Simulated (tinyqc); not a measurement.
# Changing the tilt of the sample

Model: Rutherford backscattering from a thin compound film on silicon: kinematics, yields, composition and thickness. Computed by tinyqc, a small Python program. Command: `OMP_NUM_THREADS=1 python tinyqc.py 3022696 3022697 out.jsonl rbs sweep`. One thread of a shared host (Intel(R) Xeon(R) Processor @ 2.30GHz), about 0.01 s of CPU time with the checks.

Singly charged helium ions (Z1 = 2, M1 = 4.0026 u) enter at the tilt angle a1 to the normal and leave at a2 = |180 - theta - tilt| in the same plane. The film is A B_x.

Inputs (values chosen for the exercise, modelled on a helium beam on TaN): beam energy E0 = 1.9 MeV; scattering angle theta = 150 degrees; heavy element: Z_A = 73; heavy element: mass M_A = 180.9 u; heavy element: stopping eps_A at 2 MeV = 114 1e-15 eV cm^2; light element: Z_B = 7; light element: mass M_B = 14 u; light element: stopping eps_B at 2 MeV = 32.7 1e-15 eV cm^2; atoms of B per atom of A, x = 1.06; atomic density of the film = 91.2 1/nm^3; film thickness d = 100 nm; collected charge = 16 microcoulomb; detector solid angle = 4.1 msr; detector resolution (FWHM) = 16 keV.

Constants: e^2/(4 pi eps_0) = 14.39964548 eV angstrom; e = 1.602176634e-19 C.

Method:
- Kinematic factor K = [(sqrt(M^2 - M1^2 sin^2 theta) + M1 cos theta)/(M + M1)]^2.
- Surface edges lie at K E0; substrate silicon has M = 28.09 u. Mass resolution at M_A = resolution/(E0 dK/dM).
- Stopping per atom eps(E) = eps(2 MeV) (E/2 MeV)^(-0.4) (a law chosen for the exercise); Bragg rule eps_film = (eps_A + x eps_B)/(1 + x); areal density N d, with 1/nm^2 = 0.1 x 1e15/cm^2.
- Width of the signal of element i: [K_i eps(E0)/cos a1 + eps(K_i E0)/cos a2] N d; depth resolution = resolution x d/width of A; energy lost on the way in = eps(E0) N d/cos a1.
- Rutherford cross section in the laboratory frame: sigma = (Z1 Z e^2/(4 pi eps_0 4E))^2 (4/sin^4 theta) (r + cos theta)^2/r, r = sqrt(1 - (M1 sin theta/M)^2), times the screening factor 1 - 0.049 Z1 Z^(4/3)/E (E in keV); 1 angstrom^2 = 1e8 barn.
- Counts = (charge/e) x solid angle x sigma(E_mean) x areal density of the element/cos a1, E_mean = E0 - half the energy lost on the way in; 1 barn = 1e-24 cm^2. The ratio of areas returns x = (Y_B/Y_A)(sigma_A/sigma_B), with the counting error sqrt(1/Y_A + 1/Y_B).

One run for each value; columns: (1) tilt of the sample (degrees); (2) depth resolution (nm); (3) counting error of x without background (%); (4) energy lost on the way in (keV):
```
(1)    (2)     (3)    (4)
0    11.27  0.8532   67.2
15   11.77  0.8380   69.5
30   11.36  0.7918   77.6
45   10.04  0.7121   95.0
55    8.67  0.6375  117.1
70    5.89  0.4817  196.4
75    4.75  0.4117  259.6
```

Give the missing row, tilt of the sample (degrees) = 65.

Computed row; columns: (1) tilt of the sample (degrees); (2) depth resolution (nm); (3) counting error of x without background (%); (4) energy lost on the way in (keV):
```
(1)   (2)     (3)    (4)
65   6.92  0.5410  159.0
```

Interpolating between the two neighbouring rows (linearly) misses most in energy lost on the way in (keV), by 6.9 %. Over the rows, depth resolution (nm) goes from 11.3 through a maximum among these rows, 11.8 at 15.0, to 4.75; counting error of x without background (%) falls from 0.853 to 0.412; energy lost on the way in (keV) rises from 67.2 to 260. Tilting lengthens the inward path at once but shortens the outward one up to 180 - theta, so only large tilts clearly sharpen the depth scale, until roughness and straggling (left out) take over. Left out: 80.0 (the film is too thick for the surface approximation).

Extremes, crossings and ranges named in words are read from the listed rows.
